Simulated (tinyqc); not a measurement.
## Ground and coupling capacitance from two measurements

Inverse problem. A line has Cg to the planes and Cc to each of two neighbours. Find Cg, Cc, the load when both neighbours switch in antiphase, and the pulse on the line when it floats and both neighbours swing by Vx.

Parameters, values chosen for the exercise:
- Vx = 1 V (swing)

capacitance with neighbours driven alike and with neighbours grounded (aF/um): 100  256

Answer. Driven alike, Cc carries no charge, which leaves Cg; grounded neighbours give Cg + 2 Cc, antiphase Cg + 4 Cc; a floating line divides the swing as 2 Cc/(Cg + 2 Cc).

Cg = 100.0 aF/um
Cc = 78.00 aF/um
load in antiphase = 412.0 aF/um
pulse = 0.6094 V

Numbers from tinyqc (`OMP_NUM_THREADS=1 python tinyqc.py 2790218 2790219 out.jsonl`; about 1 s on one thread of a shared Intel Xeon 2.30GHz).
